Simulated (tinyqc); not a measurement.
Central-cell correction: shallow acceptor in the spherical four-band model.

The ground state 1S3/2 has an L = 0 part f(r) and an L = 2 part g(r). In units of Ry* and a*, with Gaussians f_i = exp(-a_i r^2), g_i = r^2 exp(-a_i r^2), A = a_i + a_j and I(n) = Gamma((n + 1)/2)/(2 A^((n + 1)/2)): S_ff = I(2), S_gg = I(6), H_ff = (6 a_i a_j/A) I(2) - 2 I(1), H_gg = (14 a_i a_j/A) I(6) - 2 I(5), H_fg = -mu [15 I(2) - 20 a_j I(4) + 4 a_j^2 I(6)]; each function is then normalised. The split-off band is left out.

Converged values use 22 exponents 2.2^i, i = -7 to 14, for f and for g.

Inputs chosen for the exercise (out of a larger set: near those of a shallow acceptor in AlAs; not measured data): rc = 1.9 angstrom (radius of the central cell); Vs = (2, 0, -0.5, -1.5, -2.5, -3.5) eV (central-cell strengths).

mu = 0.62766
Ry* = 36.1854 meV
a* = 19.897 angstrom

A short-range term V exp(-r^2/rc^2) is added (negative: attracts the hole); its elements are V S (A/(A + 1/rc^2))^(3/2) for f and ^(7/2) for g, in the same units.

Results:
```
V (eV)  1S binding (meV)  2S binding (meV)  <r> (angstrom)  L = 2 weight
2.0                 50.5             15.47            22.7         0.172
0.0                 57.2             16.36            20.1         0.177
-0.5                59.9             16.70            19.2         0.178
-1.5                67.9             17.60            17.1         0.183
-2.5                81.8             18.93            14.4         0.187
-3.5               107.4             20.81            11.5         0.192
```

What can be read from this table?

From V = 0 to -3.5 eV the 1S binding grows by 50.2 meV (88 %) and the 2S binding by 4.45 meV, so the chemical shift sits mainly in the ground state. A repulsion of 2 eV removes 6.7 meV. The slope is 25.55 meV per eV over the last step against 3.33 on the repulsive side, since attraction pulls the state into the cell: the route from a shallow to a deep level.

tinyqc: `OMP_NUM_THREADS=1 python tinyqc.py 1281677 1281678 out.jsonl`; about 0.06 s, one thread, shared Intel(R) Xeon(R) Processor @ 2.30GHz.
